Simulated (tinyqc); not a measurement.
# FinFET, parasitic resistance, capacitance and delay: what changes with what

Nf fins under one contact; each has gated perimeter p = 2 Hf + Wf and cross-section A = Hf Wf; contact width Wc = Nf pf, stack height Hs = Hf. Contact length Lc = CPP - Lg - 2 Lsp, shared by two neighbouring gates. Source and drain sides are equal. The formulas are first-order estimates, not field solutions.

Inputs (values chosen for the exercise); values close to those of silicon logic devices:
- T = 300 K (temperature)
- Nf = 2 (number of fins)
- Hf = 55 nm (fin height)
- Wf = 7 nm (fin width)
- pf = 42 nm (fin pitch)
- CPP = 51 nm (contacted gate pitch)
- Lg = 14 nm (gate length)
- Lsp = 8 nm (spacer length)
- ks = 5.5 (relative permittivity of the spacer)
- Hc = 25 nm (gate height above the channel stack)
- rc = 3.1e-9 ohm cm^2 (contact resistivity)
- re = 0.00049 ohm cm (resistivity of the source-drain epitaxy)
- te = 20 nm (current-carrying depth of the epitaxy)
- rx = 0.0018 ohm cm (resistivity of the extension)
- Lov = 0.5 nm (gate overlap)
- Cinv = 2.4 uF/cm^2 (inversion capacitance)
- vx = 8.8e6 cm/s (injection velocity)
- mu = 150 cm^2/(V s) (apparent mobility)
- VT = 0.24 V (threshold at zero drain voltage)
- dl = 0.069 V/V (barrier lowering)
- n = 1.15 (subthreshold factor)
- Cw = 0.36 fF (wire load)
- Vdd = 0.65 V (supply voltage)

Constants: q = 1.602176634e-19 C, kB = 1.380649e-23 J/K, eps0 = 8.8541878128e-12 F/m, Vt = kB T/q. Results are converted to the units shown.

Each table varies one quantity; the others keep the values above.

## Effect of the fin height

Epitaxy sheet resistance Rsh = re/te, transfer length LT = sqrt(rc/Rsh), contact Rc = [sqrt(rc Rsh)/Wc] coth(Lc/(2 LT)); extension of one fin Rx = rx Lsp/A. With N fins: gate Cg = Cinv p N Lg; per side, plate Cp = ks eps0 [Wc (Hs + Hc) - N A]/Lsp, top fringe Cf = (2/pi) ks eps0 Wc ln(1 + Lg/(2 Lsp)), overlap Co = Cinv p N Lov. One fin: I = p Q vx u/(1 + |u|^1.8)^(1/1.8), Q = Cinv n Vt ln(1 + exp((Vg' - VT + dl Vd')/(n Vt))), u = Vd' mu/(vx Lg), Vg' = Vgs - v, Vd' = Vds - 2 v, with the drop on each side v = Rc (sum of I) + Rx I. Ieff = [I(Vgs = Vdd, Vds = Vdd/2) + I(Vdd/2, Vdd)]/2, total currents. With Cs = Cp + Cf + Co, the load of an inverter of two such devices driving an equal one is CL = 2 (Cg + 2 Cs) + 4 Cs + Cw (own drains counted twice for the Miller effect); delay CL Vdd/(2 Ieff).

The same in every row: Rc (ohm) = 361.6.

Results:

| Hf (nm) | Rx/N (ohm) | Ieff (uA) | CL (aF) | delay (ps) |
|---|---|---|---|---|
| 20 | 514.3 | 43.78 | 615.7 | 4.571 |
| 30 | 342.9 | 60.62 | 680.5 | 3.648 |
| 40 | 257.1 | 76.27 | 745.3 | 3.176 |
| 50 | 205.7 | 90.79 | 810.2 | 2.900 |
| 70 | 146.9 | 116.8 | 939.8 | 2.616 |
| 80 | 128.6 | 128.3 | 1005 | 2.544 |
| 90 | 114.3 | 139.1 | 1069 | 2.499 |

Estimate the missing row, Hf = 60 nm.

Computed row:

| Hf (nm) | Rx/N (ohm) | Ieff (uA) | CL (aF) | delay (ps) |
|---|---|---|---|---|
| 60 | 171.4 | 104.3 | 875.0 | 2.727 |

With this row back in the table: As Hf goes from 20 to 90 nm, Ieff rises from 43.8 to 139 uA, CL rises from 616 to 1070 aF and the delay falls from 4.57 to 2.50 ps. From the first row to the last Ieff grows by a factor of 3.18 and CL by 1.74; the first step changes the delay by -20 %, the last by -1.8 %.

## Effect of the contacted gate pitch

Same model as above.

The same in every row: Rx/N (ohm) = 187.0; CL (aF) = 842.6.

Results:

| CPP (nm) | Rc (ohm) | Ieff (uA) | delay (ps) |
|---|---|---|---|
| 36 | 1233 | 62.75 | 4.364 |
| 42 | 620.9 | 84.83 | 3.228 |
| 48 | 418.8 | 94.64 | 2.893 |
| 54 | 319.1 | 99.98 | 2.739 |
| 66 | 222.2 | 105.5 | 2.595 |
| 72 | 195.7 | 107.1 | 2.557 |
| 78 | 176.4 | 108.3 | 2.529 |

Estimate the missing row, CPP = 60 nm.

Computed row:

| CPP (nm) | Rc (ohm) | Ieff (uA) | delay (ps) |
|---|---|---|---|
| 60 | 260.4 | 103.3 | 2.651 |

With this row back in the table: As CPP goes from 36 to 78 nm, Ieff rises from 62.7 to 108 uA, CL stays at 843 aF and the delay falls from 4.36 to 2.53 ps. Only the contact length changes, so the capacitance stays and the pitch acts through Rc. At CPP = 36 nm the contact is under 8 nm long, below what liners and fill allow.

## Effect of the number of fins

Same model as above.

Effect of the number of fins:

| Nf | Rc (ohm) | Rx/N (ohm) | Ieff (uA) | CL (aF) | delay (ps) |
|---|---|---|---|---|---|
| 1 | 723.2 | 374.0 | 48.83 | 601.3 | 4.002 |
| 2 | 361.6 | 187.0 | 97.66 | 842.6 | 2.804 |
| 3 | 241.1 | 124.7 | 146.5 | 1084 | 2.405 |
| 4 | 180.8 | 93.51 | 195.3 | 1325 | 2.205 |
| 5 | 144.6 | 74.81 | 244.1 | 1566 | 2.085 |
| 6 | 120.5 | 62.34 | 293.0 | 1808 | 2.005 |

Read the table: what changes, and by how much?

As Nf goes from 1 to 6, Ieff rises from 48.8 to 293 uA, CL rises from 601 to 1810 aF and the delay falls from 4.00 to 2.01 ps. From the first row to the last Ieff grows by a factor of 6.00 and CL by 3.01; the first step changes the delay by -30 %, the last by -3.8 %.

Computed by the program tinyqc: `OMP_NUM_THREADS=1 python tinyqc.py 2170092 2170093 out.jsonl`, one thread of a shared Intel Xeon 2.30GHz, about 0.03 s for the whole run.
